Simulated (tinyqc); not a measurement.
On-chip interconnect, size-dependent resistivity and RC delay: two steps of the calculation.

A rectangular line between two neighbours and two ground planes. Surface and grain-boundary scattering are added to the bulk resistivity as corrections; capacitances are parallel-plate values without fringing; inductance is ignored.

Values chosen for this exercise; metal values close to those of copper:
- rho0 = 1.69 uohm cm (bulk resistivity)
- lam = 39.6 nm (bulk mean free path)
- ps = 0 (specular share of surface scattering)
- Rg = 0.31 (reflection coefficient of grain boundaries)
- gr = 1.5 (grain size over the metal width)
- wd = 12 nm (drawn line width)
- AR = 2.3 (aspect ratio, height over width)
- tl = 1.3 nm (liner on both walls and the bottom, not conducting)
- sp = 14 nm (space to the neighbouring lines)
- hd = 30 nm (dielectric height to the planes above and below)
- ek = 2.7 (relative permittivity of the dielectric)
- Mf = 1 (Miller factor of the neighbours)
- Rd = 2200 ohm (driver resistance)
- dt = 130 ps (time step)

Constants: eps0 = 8.8541878128e-12 F/m. Results are converted to the units shown.

Problem 1. Resistivity, resistance and capacitance per length. Metal width x = wd - 2 tl, height y = AR wd - tl; grain boundaries (Mayadas-Shatzkes): al = (lam/(gr x)) Rg/(1 - Rg), g = 1/[1 - 3 al/2 + 3 al^2 - 3 al^3 ln(1 + 1/al)] - 1; surfaces (Fuchs-Sondheimer, thick limit): s = (3/8) lam (1 - ps)(1/x + 1/y); rho = rho0 (1 + g + s); r = rho/(x y); c = eps0 ek (2 wd/hd + 2 Mf AR wd/sp).

Give: x; y; al; g; s; rho; r; c.

Solution 1.

x = 9.4000 nm
y = 26.300 nm
al = 1.2618
g = 1.7300
s = 2.1444
rho = 8.2378 uohm cm
r = 333.22 ohm/um
c = 0.11338 fF/um

Problem 2. Node voltages after a time step. A 1 V step is applied behind Rd at t = 0. C dv/dt = -G v + b, with G the conductance matrix of the ladder (1/Rs between neighbours, 1/Rd added at node 0) and b = (1 V/Rd, 0, ...). Backward Euler step: (C/dt + G) v(new) = (C/dt) v + b.

Rs = 19160.005 ohm

```
node     C (fF)  v at t = 0 (V)
0     3.2597957               0
1     6.5195915               0
2     6.5195915               0
3     6.5195915               0
4     4.1497957               0
```

Find: v at t = 1 dt.

Solution 2.

v at t = 1 dt, node 0 to 4 (V): 0.8887  0.3463  0.1367  0.0584  0.0362

Range of the model: The metal width is under the mean free path, where the thick-limit surface term and the simple sum of corrections lose accuracy.

Program tinyqc, `OMP_NUM_THREADS=1 python tinyqc.py 2100143 2100144 out.jsonl`; Intel Xeon 2.30GHz, shared host, one thread, about 0.01 s.
